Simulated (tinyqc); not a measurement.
Worked calculation: Pariser-Parr-Pople SCF with singles CI, for the molecule Nc1ccc[cH+]cc1 (SMILES; centres numbered as the heavy atoms are written). Computed by tinyqc, a small Python program that keeps every step. Settings: charge = 1, gamma = Ohno, start = core, damping = 0.3, iteration cap = 77, excitations kept = 6. Command: `OMP_NUM_THREADS=1 python tinyqc.py 21050 21051 out.jsonl` (the two numbers bound the seeds that draw the settings). One thread of a shared host (Intel(R) Xeon(R) Processor @ 2.60GHz), about 0.02 s of CPU time with the checks. Later iterations appear only in the table of the cycle.

## PPP integrals

Centres (angstrom, eV; a flat drawing with bonds scaled to 1.40 angstrom):
```
centre         x         y  core charge z         W  gamma_rr
1N       2.63700   0.00000              2  25.60000  16.80000
2C       1.23700   0.00000              1  11.16000  11.13000
3C       0.62900   1.26100              1  11.16000  11.13000
4C      -0.73600   1.57300              1  11.16000  11.13000
5C      -1.83000   0.70000              1  11.16000  11.13000
6C      -1.83000  -0.70000              1  11.16000  11.13000
7C      -0.73600  -1.57300              1  11.16000  11.13000
8C       0.62900  -1.26100              1  11.16000  11.13000
```

Resonance integrals (eV):
```
i  j      beta
1  2  -2.40000
2  3  -2.56000
3  4  -2.56000
4  5  -2.56000
5  6  -2.56000
6  7  -2.56000
7  8  -2.56000
8  2  -2.56000
```

Ohno: gamma = 14.399645/sqrt(R^2 + a^2), a = 2 x 14.399645/(gamma_rr + gamma_ss); H_rr = -W_r - sum_(s != r) z_s gamma_rs; H_rs = beta for bonds.

repulsion gamma_rs (eV), order 1N, 2C, 3C, 4C, 5C, 6C, 7C, 8C:
```
[[16.80000, 8.28166, 5.56914, 3.72859, 3.10498, 3.10498, 3.72859, 5.56914],
 [8.28166, 11.13000, 7.55409, 5.07808, 4.23330, 4.23330, 5.07808, 7.55409],
 [5.56914, 7.55409, 11.13000, 7.55327, 5.07987, 4.23408, 4.23361, 5.08016],
 [3.72859, 5.07808, 7.55327, 11.13000, 7.55494, 5.07925, 4.23315, 4.23361],
 [3.10498, 4.23330, 5.07987, 7.55494, 11.13000, 7.55386, 5.07925, 4.23408],
 [3.10498, 4.23330, 4.23408, 5.07925, 7.55386, 11.13000, 7.55494, 5.07987],
 [3.72859, 5.07808, 4.23361, 4.23315, 5.07925, 7.55494, 11.13000, 7.55327],
 [5.56914, 7.55409, 5.08016, 4.23361, 4.23408, 5.07987, 7.55327, 11.13000]]
```

core matrix H (eV), order 1N, 2C, 3C, 4C, 5C, 6C, 7C, 8C:
```
[[-58.68708, -2.40000, 0.00000, 0.00000, 0.00000, 0.00000, 0.00000, 0.00000],
 [-2.40000, -61.45424, -2.56000, 0.00000, 0.00000, 0.00000, 0.00000, -2.56000],
 [0.00000, -2.56000, -56.03335, -2.56000, 0.00000, 0.00000, 0.00000, 0.00000],
 [0.00000, 0.00000, -2.56000, -52.34948, -2.56000, 0.00000, 0.00000, 0.00000],
 [0.00000, 0.00000, 0.00000, -2.56000, -51.10526, -2.56000, 0.00000, 0.00000],
 [0.00000, 0.00000, 0.00000, 0.00000, -2.56000, -51.10526, -2.56000, 0.00000],
 [0.00000, 0.00000, 0.00000, 0.00000, 0.00000, -2.56000, -52.34948, -2.56000],
 [0.00000, -2.56000, 0.00000, 0.00000, 0.00000, 0.00000, -2.56000, -56.03335]]
```

## Starting guess

pi electrons, sum of z_r less the charge = 8

Orbitals of the core matrix H.

P at the start, order 1N, 2C, 3C, 4C, 5C, 6C, 7C, 8C:
```
[[1.93571, 0.13369, -0.17533, 0.04530, 0.14315, 0.14315, 0.04530, -0.17533],
 [0.13369, 1.71582, 0.38478, -0.15394, -0.25121, -0.25121, -0.15394, 0.38478],
 [-0.17533, 0.38478, 1.19055, 0.74377, 0.35927, 0.11691, -0.10516, -0.27909],
 [0.04530, -0.15394, 0.74377, 0.63347, 0.42027, 0.28027, 0.14309, -0.10516],
 [0.14315, -0.25121, 0.35927, 0.42027, 0.35021, 0.31024, 0.28027, 0.11691],
 [0.14315, -0.25121, 0.11691, 0.28027, 0.31024, 0.35021, 0.42027, 0.35927],
 [0.04530, -0.15394, -0.10516, 0.14309, 0.28027, 0.42027, 0.63347, 0.74377],
 [-0.17533, 0.38478, -0.27909, -0.10516, 0.11691, 0.35927, 0.74377, 1.19055]]
```

## Iteration 1: Fock matrix

F_rr = H_rr + P_rr gamma_rr / 2 + sum_(s != r) P_ss gamma_rs; F_rs = H_rs - P_rs gamma_rs / 2; E = tr P (H + F) / 2 + core repulsion sum_(r<s) z_r z_s gamma_rs.

F (eV), order 1N, 2C, 3C, 4C, 5C, 6C, 7C, 8C:
```
[[-8.05782, -2.95359, 0.48821, -0.08445, -0.22224, -0.22224, -0.08445, 0.48821],
 [-2.95359, -8.48899, -4.01334, 0.39086, 0.53172, 0.53172, 0.39086, -4.01334],
 [0.48821, -4.01334, -8.88953, -5.36895, -0.91253, -0.24750, 0.22261, 0.70892],
 [-0.08445, 0.39086, -5.36895, -11.75457, -4.14756, -0.71178, -0.30286, 0.22261],
 [-0.22224, 0.53172, -0.91253, -4.14756, -14.14485, -3.73174, -0.71178, -0.24750],
 [-0.22224, 0.53172, -0.24750, -0.71178, -3.73174, -14.14485, -4.14756, -0.91253],
 [-0.08445, 0.39086, 0.22261, -0.30286, -0.71178, -4.14756, -11.75457, -5.36895],
 [0.48821, -4.01334, 0.70892, 0.22261, -0.24750, -0.91253, -5.36895, -8.88953]]
```

pi energy = -108.30500 eV

## Iteration 1: orbitals and new P

Diagonalise F (the basis is taken as orthonormal) and form P = 2 sum c c over the lowest orbitals; 0.3 of the old P is kept.

orbital energies (eV): [-21.70702, -17.54220, -14.99356, -10.41310, -9.61600, -7.21140, -4.30508, -0.33636]

P after iteration 1, order 1N, 2C, 3C, 4C, 5C, 6C, 7C, 8C:
```
[[1.12882, 0.55820, -0.03340, -0.25330, 0.20923, 0.20923, -0.25330, -0.03340],
 [0.55820, 1.31705, 0.43022, -0.10550, -0.12966, -0.12966, -0.10550, 0.43022],
 [-0.03340, 0.43022, 0.89055, 0.76637, 0.20513, -0.17797, -0.05071, 0.02780],
 [-0.25330, -0.10550, 0.76637, 1.00749, 0.42181, -0.03400, 0.11061, -0.05071],
 [0.20923, -0.12966, 0.20513, 0.42181, 0.87903, 0.63866, -0.03400, -0.17797],
 [0.20923, -0.12966, -0.17797, -0.03400, 0.63866, 0.87903, 0.42181, 0.20513],
 [-0.25330, -0.10550, -0.05071, 0.11061, -0.03400, 0.42181, 1.00749, 0.76637],
 [-0.03340, 0.43022, 0.02780, -0.05071, -0.17797, 0.20513, 0.76637, 0.89055]]
```

## Iteration 2: Fock matrix

As before.

F (eV), order 1N, 2C, 3C, 4C, 5C, 6C, 7C, 8C:
```
[[-15.40674, -4.71142, 0.09300, 0.47223, -0.32483, -0.32483, 0.47223, 0.09300],
 [-4.71142, -13.64724, -4.18495, 0.26788, 0.27444, 0.27444, 0.26788, -4.18495],
 [0.09300, -4.18495, -10.25530, -5.45431, -0.52102, 0.37678, 0.10733, -0.07062],
 [0.47223, 0.26788, -5.45431, -9.97835, -4.15337, 0.08633, -0.23411, 0.10733],
 [-0.32483, 0.27444, -0.52102, -4.15337, -9.46964, -4.97218, 0.08633, 0.37678],
 [-0.32483, 0.27444, 0.37678, 0.08633, -4.97218, -9.46964, -4.15337, -0.52102],
 [0.47223, 0.26788, 0.10733, -0.23411, 0.08633, -4.15337, -9.97835, -5.45431],
 [0.09300, -4.18495, -0.07062, 0.10733, 0.37678, -0.52102, -5.45431, -10.25530]]
```

pi energy = -115.54069 eV

## Iteration 2: orbitals and new P

As before.

orbital energies (eV): [-21.22779, -17.92695, -16.63367, -14.28353, -8.26779, -6.27218, -2.32811, -1.52054]

P after iteration 2, order 1N, 2C, 3C, 4C, 5C, 6C, 7C, 8C:
```
[[1.45059, 0.56811, -0.15803, -0.24778, 0.23151, 0.23151, -0.24778, -0.15803],
 [0.56811, 1.14382, 0.49344, 0.03038, -0.20303, -0.20303, 0.03038, 0.49344],
 [-0.15803, 0.49344, 0.91732, 0.75860, 0.16233, -0.21871, -0.12400, 0.07168],
 [-0.24778, 0.03038, 0.75860, 0.91324, 0.50448, 0.07866, -0.04834, -0.12400],
 [0.23151, -0.20303, 0.16233, 0.50448, 0.87224, 0.67945, 0.07866, -0.21871],
 [0.23151, -0.20303, -0.21871, 0.07866, 0.67945, 0.87224, 0.50448, 0.16233],
 [-0.24778, 0.03038, -0.12400, -0.04834, 0.07866, 0.50448, 0.91324, 0.75860],
 [-0.15803, 0.49344, 0.07168, -0.12400, -0.21871, 0.16233, 0.75860, 0.91732]]
```

## Iteration 3: Fock matrix

As before.

F (eV), order 1N, 2C, 3C, 4C, 5C, 6C, 7C, 8C:
```
[[-14.58530, -4.75246, 0.44004, 0.46193, -0.35942, -0.35942, 0.46193, 0.44004],
 [-4.75246, -12.55672, -4.42373, -0.07712, 0.42974, 0.42974, -0.07712, -4.42373],
 [0.44004, -4.42373, -10.66107, -5.42494, -0.41232, 0.46301, 0.26249, -0.18208],
 [0.46193, -0.07712, -5.42494, -10.35203, -4.46566, -0.19976, 0.10231, 0.26249],
 [-0.35942, 0.42974, -0.41232, -4.46566, -10.23441, -5.12623, -0.19976, 0.46301],
 [-0.35942, 0.42974, 0.46301, -0.19976, -5.12623, -10.23441, -4.46566, -0.41232],
 [0.46193, -0.07712, 0.26249, 0.10231, -0.19976, -4.46566, -10.35203, -5.42494],
 [0.44004, -4.42373, -0.18208, 0.26249, 0.46301, -0.41232, -5.42494, -10.66107]]
```

pi energy = -119.71935 eV

## Iteration 3: orbitals and new P

As before.

orbital energies (eV): [-20.90953, -18.43781, -17.28097, -14.77160, -7.17896, -6.70541, -2.29764, -2.05513]

P after iteration 3, order 1N, 2C, 3C, 4C, 5C, 6C, 7C, 8C:
```
[[1.54008, 0.59889, -0.20254, -0.23681, 0.21359, 0.21359, -0.23681, -0.20254],
 [0.59889, 1.04661, 0.50675, 0.08216, -0.19943, -0.19943, 0.08216, 0.50675],
 [-0.20254, 0.50675, 0.93646, 0.75135, 0.12908, -0.24813, -0.14783, 0.11849],
 [-0.23681, 0.08216, 0.75135, 0.88491, 0.53324, 0.10992, -0.11680, -0.14783],
 [0.21359, -0.19943, 0.12908, 0.53324, 0.88528, 0.70496, 0.10992, -0.24813],
 [0.21359, -0.19943, -0.24813, 0.10992, 0.70496, 0.88528, 0.53324, 0.12908],
 [-0.23681, 0.08216, -0.14783, -0.11680, 0.10992, 0.53324, 0.88491, 0.75135],
 [-0.20254, 0.50675, 0.11849, -0.14783, -0.24813, 0.12908, 0.75135, 0.93646]]
```

## Convergence

Stop when output and input P, before any damping, agree to 1e-7.

Course of the cycle:
```
iteration        E (eV)  largest |P(out) - P(in)|
1          -108.3050046                  1.15e+00
2          -115.5406931                  4.60e-01
3          -119.7193485                  1.39e-01
4          -121.2532936                  7.09e-02
5          -121.7837369                  3.76e-02
6          -121.9635272                  2.10e-02
7          -122.0241230                  1.22e-02
8          -122.0445588                  7.31e-03
9          -122.0514844                  4.49e-03
10         -122.0538533                  2.81e-03
11         -122.0546757                  1.79e-03
...                 ...                       ...
33         -122.0551463                  1.62e-06
34         -122.0551463                  1.22e-06
35         -122.0551463                  9.22e-07
36         -122.0551463                  6.96e-07
37         -122.0551463                  5.26e-07
38         -122.0551463                  3.97e-07
39         -122.0551463                  2.99e-07
40         -122.0551463                  2.26e-07
41         -122.0551463                  1.71e-07
42         -122.0551463                  1.29e-07
43         -122.0551463                  9.71e-08
```

Converged in 43 iterations.

## Converged orbitals

Charges are z - P_rr.

orbital energies (eV): [-21.04579, -18.69033, -17.52084, -15.25956, -6.92613, -6.62653, -2.35173, -2.12654]

coefficients, order 1N, 2C, 3C, 4C, 5C, 6C, 7C, 8C:
```
[[0.36659, -0.43964, 0.00000, 0.68147, 0.00000, -0.39022, -0.23593, 0.00000],
 [0.57925, -0.35604, 0.00000, -0.06684, 0.00000, 0.51642, 0.51629, 0.00000],
 [0.38481, -0.00225, 0.45061, -0.38247, 0.49653, -0.03034, -0.45245, 0.22451],
 [0.27052, 0.29182, 0.50494, -0.10146, -0.27090, -0.46058, 0.34529, -0.41431],
 [0.20924, 0.50479, 0.20491, 0.33013, -0.42434, 0.27832, -0.12229, 0.52721],
 [0.20924, 0.50479, -0.20491, 0.33013, 0.42434, 0.27832, -0.12229, -0.52721],
 [0.27052, 0.29182, -0.50494, -0.10146, 0.27090, -0.46058, 0.34529, 0.41431],
 [0.38481, -0.00225, -0.45061, -0.38247, -0.49653, -0.03034, -0.45245, -0.22451]]
```

pi charges: [0.41587, 0.06649, 0.00516, 0.15281, 0.10085, 0.10085, 0.15281, 0.00516]

## Singles CI, singlets

Over the 6 single excitations with the smallest orbital gaps: A = (e_a - e_i) delta + 2 (ia|jb) - (ij|ab), with (pq|rs) = sum c_mp c_mq gamma_mn c_nr c_ns. f = 2/3 w |mu|^2 in atomic units, mu = sqrt2 sum c_ia sum_m c_mi c_ma R_m.

singlet CI matrix (eV), order 4>5, 4>6, 3>5, 3>6, 2>5, 2>6:
```
[[3.91848, 0.00000, 0.00000, 0.80876, 0.10855, 0.00000],
 [0.00000, 4.99557, -0.95091, 0.00000, 0.00000, -0.16647],
 [0.00000, -0.95091, 5.99679, 0.00000, 0.00000, -0.67795],
 [0.80876, 0.00000, 0.00000, 6.14858, 0.68285, 0.00000],
 [0.10855, 0.00000, 0.00000, 0.68285, 6.88788, 0.00000],
 [0.00000, -0.16647, -0.67795, 0.00000, 0.00000, 7.28529]]
```

singlet excitation energies (eV): [3.65229, 4.33600, 5.92771, 6.34229, 7.37494, 7.59936]

oscillator strengths: [0.08278, 0.20210, 0.14357, 1.51808, 1.10147, 0.40245]

## Singles CI, triplets

Over the 6 single excitations with the smallest orbital gaps: A = (e_a - e_i) delta - (ij|ab), with (pq|rs) = sum c_mp c_mq gamma_mn c_nr c_ns.

triplet CI matrix (eV), order 4>5, 4>6, 3>5, 3>6, 2>5, 2>6:
```
[[2.77902, 0.00000, 0.00000, 0.14709, -0.65435, 0.00000],
 [0.00000, 2.26275, 0.14709, 0.00000, 0.00000, 0.32393],
 [0.00000, 0.14709, 4.16928, 0.00000, 0.00000, -0.12614],
 [0.14709, 0.00000, 0.00000, 4.78894, -0.12614, 0.00000],
 [-0.65435, 0.00000, 0.00000, -0.12614, 5.71975, 0.00000],
 [0.00000, 0.32393, -0.12614, 0.00000, 0.00000, 5.87245]]
```

triplet excitation energies (eV): [2.22113, 2.63355, 4.17475, 4.77359, 5.88058, 5.90861]
